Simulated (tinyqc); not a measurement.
Tight binding, honeycomb lattice, step by step. One step of it, computed by the program tinyqc.

Problem. Levels at k. Diagonalise the Hermitian matrix.

H(k) at k (eV):
```
,A,B
A,1.449714,-5.494607-4.052904i
B,-5.494607+4.052904i,-2.450286
```

Give: eigenvalues; weights |c|^2 of the basis functions.

Solution.

eigenvalues (eV): -7.6009  6.6004

weights |c|^2 of the basis functions:
```
,band 1,band 2
A,0.3627,0.6373
B,0.6373,0.3627
```
